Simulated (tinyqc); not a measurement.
Joule-heated wire on a substrate, fin equation: one step of the calculation.

A wire of length L loses heat along itself to two contacts and sideways to the substrate: kap A theta'' - g theta + p = 0 with theta = T - T0 and p(x) = p0 exp(-((x/L - x0)/sg)^2/2). Each end passes the heat flow theta/Rc to its contact. Constant conductivity, diffusive heat flow.

Question. Healing length. LH = sqrt(kap A/g); far from the contacts uniform heating p0 would give theta = p0/g.

Inputs (values chosen for the exercise):
- kap = 180 W/(m K) (conductivity along the wire)
- A = 730 nm^2 (cross-section)
- g = 0.27 W/(m K) (conductance per length to the substrate)
- L = 4000 nm (length between the contacts)
- p0 = 0.0063 uW/nm (peak heating per length)

Find: LH; L/LH; p0/g.

Answer.

LH = 697.61 nm
L/LH = 5.7338
p0/g = 23.333 K

Computed by the program tinyqc: `OMP_NUM_THREADS=1 python tinyqc.py 2520049 2520050 out.jsonl`, one thread of a shared Intel Xeon 2.30GHz, about 0.01 s for the whole run.
